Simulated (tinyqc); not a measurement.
## Gate voltage for a given inversion charge

Inverse problem. p-type body, charge-sheet picture, depletion and inversion only, full ionisation (an idealisation for deep acceptors), Boltzmann statistics (rough once Na exp(x - xn) passes about Nc/7). In units of Vt: xg = (Vg - Vfb)/Vt, x = psi/Vt, G = gamma/sqrt(Vt), xn = (2 phiF + Vc)/Vt. The implicit equation is (xg - x)^2 = G^2 [x - 1 + exp(x - xn)] for x above about 3. Cox = eps0 eox/tox. ni = sqrt(Nc Nv) exp(-Eg/(2 Vt)), Eg in volts; phiF = Vt ln(Na/ni); gamma = sqrt(2 q eps0 eps_r Na)/Cox. N_inv = (Cox Vt G/q) [sqrt(x - 1 + exp(x - xn)) - sqrt(x - 1)]. Find x - xn, psi and Vg.

Parameters, values chosen for the exercise; band and dielectric values close to those of silicon:
```
symbol    value   unit                                                                 meaning
T           300      K                                                             temperature
Eg         1.14     eV                                                                band gap
eps_r      11.6                                                          relative permittivity
Nc      2.76e19  cm^-3                                  conduction-band density of states at T
Nv      2.63e19  cm^-3                                     valence-band density of states at T
eox         3.9         relative permittivity of the gate insulator (close to silicon dioxide)
tox         4.7     nm                                                     insulator thickness
Na       9.7e16  cm^-3                                                        acceptor density
Vfb       -0.55      V                                                       flat-band voltage
Vc            0      V                                                    channel-body voltage
```

Constants: q = 1.602176634e-19 C, kB = 1.380649e-23 J/K, Vt = kB T/q, eps0 = 8.8541878128e-14 F/cm where lengths are in cm. Results are converted to the units shown.

N_inv = 4.9e10 cm^-2

Solution. N_inv rises steadily with x, so it fixes x; the implicit equation then gives xg directly.

x - xn = 1.168
psi = 0.8793 V
Vg = 0.5646 V

tinyqc, about 0.01 s, one thread, Intel Xeon 2.30GHz (shared host): `OMP_NUM_THREADS=1 python tinyqc.py 2122158 2122159 out.jsonl`
